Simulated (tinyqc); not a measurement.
# Trap density from one capacitance

Problem. Traps spread evenly through the insulator exchange electrons with the semiconductor by tunnelling, with tau(x) = t0 exp(2 ka x) at depth x from the interface. The admittance per area Y seen at depth x obeys dY/dx = -Y^2/(i w eps0 eox) + q Nb ln(1 + i w tau)/tau, with Y(0) = i w Cs and w = 2 pi f; the gate sees Y(tox) = G + i w C. Working variable y = Y/(i w), in uF/cm^2. Cox = eps0 eox/tox. Find Nb and G/w.

Values chosen for this exercise: relative permittivity of the insulator eox = 8.42; insulator thickness tox = 8 nm; semiconductor capacitance in accumulation Cs = 6.7 uF/cm^2; decay constant of the wave function in the insulator ka = 4.8 1/nm; time constant of a trap at the interface t0 = 1e-10 s; frequency f = 10000 Hz.

Constants: q = 1.602176634e-19 C, eps0 = 8.8541878128e-14 F/cm where lengths are in cm. Results are converted to the units shown.

C = 0.90613698 uF/cm^2

Answer. C rises steadily with Nb, so one density matches; in practice ka and t0 must come from the frequency dependence.

Nb = 1.50e20 cm^-3 eV^-1
G/w = 0.0149 uF/cm^2

Program tinyqc, `OMP_NUM_THREADS=1 python tinyqc.py 2202007 2202008 out.jsonl`; Intel Xeon 2.30GHz, shared host, one thread, about 0.6 s.
